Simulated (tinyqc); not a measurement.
Threshold-voltage variability of a planar MOSFET, analytic estimates: two steps of the calculation.

Three independent sources add in quadrature: random dopants in the depleted layer, metal-gate grains of two orientations, and roughness of the two gate edges acting through the roll-off VT = VT(long) - Vr exp(-L/l). These are first-order estimates: no three-dimensional electrostatics, no percolation.

Inputs (values chosen for the exercise); material values close to those of silicon:
```
symbol,value,unit,meaning
T,300,K,temperature
n,1.42,,subthreshold factor
gI,8,1/V,gm/I of a matched pair
sb,1.6,%,spread of the gain factor of one device
Nb,33554432,,number of cells
Y,0.999,,wanted yield
```

Constants: q = 1.602176634e-19 C, kB = 1.380649e-23 J/K, Vt = kB T/q. Results are converted to the units shown.

Problem 1. Total spread, mismatch and leakage. s = sqrt(s1^2 + s2^2 + s3^2). For a pair: s(dVT) = sqrt(2) s; current mismatch sqrt(2) sqrt((gI s)^2 + sb^2); input offset = current mismatch/gI. For a Gaussian VT the off current is log-normal with mean/median = exp(s^2/(2 (n Vt)^2)).

s1 = 11.954138 mV
s2 = 27.735010 mV
s3 = 1.2065192 mV

Find: s; s(dVT); current mismatch; input offset; mean/median of Ioff.

Solution 1.

s = 30.226 mV
s(dVT) = 42.745 mV
current mismatch = 34.271 %
input offset = 42.839 mV
mean/median of Ioff = 1.4035

Problem 2. Margin in standard deviations for the wanted yield. Cells fail independently with probability Q(k) = erfc(k/sqrt(2))/2 when the margin is k standard deviations, and Y = exp(-Nb Q(k)). phi = exp(-k^2/2)/sqrt(2 pi). Newton steps on ln Q(k) = ln(-ln(Y)/Nb): k(new) = k + [ln Q - ln(-ln(Y)/Nb)] Q/phi.

k at the start = 2

Wanted: Q(k); phi; k after iteration 1.

Solution 2.

Q(k) = 0.022750
phi = 0.053991
k after iteration 1 = 10.618

tinyqc, about 0.01 s, one thread, Intel Xeon 2.30GHz (shared host): `OMP_NUM_THREADS=1 python tinyqc.py 2090166 2090167 out.jsonl`
